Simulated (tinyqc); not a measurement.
Inside a calculation. Model: elastic trap-assisted tunnelling through a dielectric.

Computed by the program tinyqc: `OMP_NUM_THREADS=1 python tinyqc.py 2370052 2370053 out.jsonl`, one thread of a shared Intel Xeon 2.30GHz, about 0.05 s for the whole run. Printed values are rounded.

Emitter at x = 0 (Fermi level 0), collector at x = t (Fermi level -V), band edge U(x) = phi - F x, F = V/t. A trap at x has the energy E = U(x) - Et. With G(u) = (4/(3 F)) sqrt(mo/C) max(u, 0)^1.5, C = hbar^2/(2 m0): S1 = G(phi - E) - G(Et), S2 = G(Et) - G(phi - V - E), T1,2 = exp(-S1,2). The steady rate through one trap is nu T1 T2 (f1 - f2)/(T1 + T2), f1 = f(E), f2 = f(E + V), f(y) = 1/(1 + exp(y/Vt)); both contacts offer states at E.

Values chosen for this exercise; dielectric values close to those of hafnium oxide:
- T = 300 K (temperature)
- phi = 1.47 eV (barrier above the emitter Fermi level)
- mo = 0.2 m0 (tunnelling mass)
- t = 7.7 nm (thickness)
- Et = 1.16 eV (trap depth below the band edge of the dielectric)
- Nt = 1.9e18 cm^-3 (trap density)
- nu = 1e14 1/s (attempt frequency)
- n = 9 (points of the grid)
- V = 1.49 V (voltage)
- xa = 1.82 nm (left end of the grid)
- xb = 4.25 nm (right end of the grid)

Constants: q = 1.602176634e-19 C, kB = 1.380649e-23 J/K, hbar = 1.054571817e-34 J s, m0 = 9.1093837015e-31 kg, Vt = kB T/q, hbar^2/(2 m0) = 0.0380998212 eV nm^2. Results are converted to the units shown.

Range of the model: Phonon-assisted (inelastic) capture, chains of traps and a spread of trap depths are left out.

## Rate through a trap near the best position

n equally spaced x from xa to xb, where nearly all of the current flows; J = q Nt times the integral of the rate, by Simpson's rule.

```
point	x (nm)	E (eV)	S1	S2	f1 - f2	rate (1/s)
0	1.820000	-0.0421818	9.63291	19.67133	0.8363977	2.394653e5
1	2.123750	-0.1009594	11.36103	19.35983	0.9802622	3.831166e5
2	2.427500	-0.1597370	13.12180	18.89885	0.9979316	6.167255e5
3	2.731250	-0.2185146	14.91460	18.32717	0.9997867	1.062767e6
4	3.035000	-0.2772922	16.73889	17.66316	0.9999780	1.526992e6
5	3.338750	-0.3360698	18.59413	16.91824	0.9999977	7.082192e5
6	3.642500	-0.3948474	20.47981	16.10040	0.9999998	1.259860e5
7	3.946250	-0.4536250	22.39544	15.21565	1.000000	18769.45
8	4.250000	-0.5124026	24.34057	14.26871	1.000000	2685.377
```

J = 0.04152646 A/cm^2

A converged quadrature gives 0.04435 A/cm^2; this grid is 6.4 % below that. The rate peaks at x = 3.03 nm; traps sink below the emitter Fermi level beyond x = 1.60 nm.

## The best-placed trap against direct tunnelling

xs = 3.03 nm

At x = xs: E, S1, S2 and the occupation (T1 f1 + T2 f2)/(T1 + T2). Direct tunnelling at E = 0 has S = (4/(3 F)) sqrt(mo/C) [phi^1.5 - max(phi - V, 0)^1.5].

E = -0.2763247 eV
S1 = 16.70861
S2 = 17.67477
occupation = 0.7243361
S of direct tunnelling = 28.13667

The harder of the two steps has S = 17.7, 62.8 % of the direct exponent: the trap splits one long tunnelling path into two short ones.
